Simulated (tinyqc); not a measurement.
Inside a calculation. Method: empirical pseudopotential in a few plane waves. One step of it, computed by the program tinyqc.

Question. Bloch Hamiltonian at k. Basis: the 15 shortest G (labels in 2 pi/a), the same at every k. H(G,G') = c |k + G|^2 delta + VS(|G-G'|^2) cos((G-G').tau) + i VA sin((G-G').tau), tau = a/8 (1,1,1); 1 Ry = 13.605693 eV.

Parameters chosen for this model: fcc lattice, atoms at +/- a/8 (1,1,1); form factors in rydberg at |G|^2 in units of (2 pi/a)^2:
```
parameter                 value      unit
a                      6.500000  angstrom
VS(3)                 -0.208000        Ry
VS(8)                  0.029000        Ry
VS(11)                 0.073000        Ry
VA(3)                  0.094000        Ry
VA(4)                  0.025000        Ry
VA(11)                 0.015000        Ry
hbar^2/2m (2 pi/a)^2   3.560049        eV
```

k point k (2 pi / a): [-0.100000, 0.530000, -0.410000]

Give: H(k) at k.

Answer.

H(k) at k (eV), order +0+0+0, -1-1-1, -1-1+1, -1+1-1, -1+1+1, +1-1-1, +1-1+1, +1+1-1, +1+1+1, -2+0+0, +0-2+0, +0+0-2, +0+0+2, +0+2+0, +2+0+0:
```
[[1.6341, 2.0011+0.9043i, -2.0011+0.9043i, -2.0011+0.9043i, -2.0011-0.9043i, -2.0011+0.9043i, -2.0011-0.9043i, -2.0011-0.9043i, 2.0011-0.9043i, 0.0000+0.3401i, 0.0000+0.3401i, 0.0000+0.3401i, 0.0000-0.3401i, 0.0000-0.3401i, 0.0000-0.3401i],
 [2.0011-0.9043i, 12.1718, 0.0000-0.3401i, 0.0000-0.3401i, -0.3946, 0.0000-0.3401i, -0.3946, -0.3946, 0.0000, -2.0011-0.9043i, -2.0011-0.9043i, -2.0011-0.9043i, -0.7023+0.1443i, -0.7023+0.1443i, -0.7023+0.1443i],
 [-2.0011-0.9043i, 0.0000+0.3401i, 6.3333, 0.3946, 0.0000-0.3401i, 0.3946, 0.0000-0.3401i, 0.0000, -0.3946, -2.0011+0.9043i, -2.0011+0.9043i, 0.7023+0.1443i, 2.0011-0.9043i, -0.7023-0.1443i, -0.7023-0.1443i],
 [-2.0011-0.9043i, 0.0000+0.3401i, 0.3946, 19.7191, 0.0000-0.3401i, 0.3946, 0.0000, 0.0000-0.3401i, -0.3946, -2.0011+0.9043i, 0.7023+0.1443i, -2.0011+0.9043i, -0.7023-0.1443i, 2.0011-0.9043i, -0.7023-0.1443i],
 [-2.0011+0.9043i, -0.3946, 0.0000+0.3401i, 0.0000+0.3401i, 13.8806, 0.0000, 0.3946, 0.3946, 0.0000-0.3401i, 2.0011+0.9043i, -0.7023+0.1443i, -0.7023+0.1443i, -2.0011-0.9043i, -2.0011-0.9043i, 0.7023-0.1443i],
 [-2.0011-0.9043i, 0.0000+0.3401i, 0.3946, 0.3946, 0.0000, 10.7478, 0.0000-0.3401i, 0.0000-0.3401i, -0.3946, 0.7023+0.1443i, -2.0011+0.9043i, -2.0011+0.9043i, -0.7023-0.1443i, -0.7023-0.1443i, 2.0011-0.9043i],
 [-2.0011+0.9043i, -0.3946, 0.0000+0.3401i, 0.0000, 0.3946, 0.0000+0.3401i, 4.9093, 0.3946, 0.0000-0.3401i, -0.7023+0.1443i, 2.0011+0.9043i, -0.7023+0.1443i, -2.0011-0.9043i, 0.7023-0.1443i, -2.0011-0.9043i],
 [-2.0011+0.9043i, -0.3946, 0.0000, 0.0000+0.3401i, 0.3946, 0.0000+0.3401i, 0.3946, 18.2951, 0.0000-0.3401i, -0.7023+0.1443i, -0.7023+0.1443i, 2.0011+0.9043i, 0.7023-0.1443i, -2.0011-0.9043i, -2.0011-0.9043i],
 [2.0011+0.9043i, 0.0000, -0.3946, -0.3946, 0.0000+0.3401i, -0.3946, 0.0000+0.3401i, 0.0000+0.3401i, 12.4566, -0.7023-0.1443i, -0.7023-0.1443i, -0.7023-0.1443i, -2.0011+0.9043i, -2.0011+0.9043i, -2.0011+0.9043i],
 [0.0000-0.3401i, -2.0011+0.9043i, -2.0011-0.9043i, -2.0011-0.9043i, 2.0011-0.9043i, 0.7023-0.1443i, -0.7023-0.1443i, -0.7023-0.1443i, -0.7023+0.1443i, 17.2983, 0.3946, 0.3946, -0.3946, -0.3946, 0.0000],
 [0.0000-0.3401i, -2.0011+0.9043i, -2.0011-0.9043i, 0.7023-0.1443i, -0.7023-0.1443i, -2.0011-0.9043i, 2.0011-0.9043i, -0.7023-0.1443i, -0.7023+0.1443i, 0.3946, 8.3270, 0.3946, -0.3946, 0.0000, -0.3946],
 [0.0000-0.3401i, -2.0011+0.9043i, 0.7023-0.1443i, -2.0011-0.9043i, -0.7023-0.1443i, -2.0011-0.9043i, -0.7023-0.1443i, 2.0011-0.9043i, -0.7023+0.1443i, 0.3946, 0.3946, 21.7127, 0.0000, -0.3946, -0.3946],
 [0.0000+0.3401i, -0.7023-0.1443i, 2.0011+0.9043i, -0.7023+0.1443i, -2.0011+0.9043i, -0.7023+0.1443i, -2.0011+0.9043i, 0.7023+0.1443i, -2.0011-0.9043i, -0.3946, -0.3946, 0.0000, 10.0358, 0.3946, 0.3946],
 [0.0000+0.3401i, -0.7023-0.1443i, -0.7023+0.1443i, 2.0011+0.9043i, -2.0011+0.9043i, -0.7023+0.1443i, 0.7023+0.1443i, -2.0011+0.9043i, -2.0011-0.9043i, -0.3946, 0.0000, -0.3946, 0.3946, 23.4216, 0.3946],
 [0.0000+0.3401i, -0.7023-0.1443i, -0.7023+0.1443i, -0.7023+0.1443i, 0.7023+0.1443i, 2.0011+0.9043i, -2.0011+0.9043i, -2.0011+0.9043i, -2.0011-0.9043i, 0.0000, -0.3946, -0.3946, 0.3946, 0.3946, 14.4502]]
```
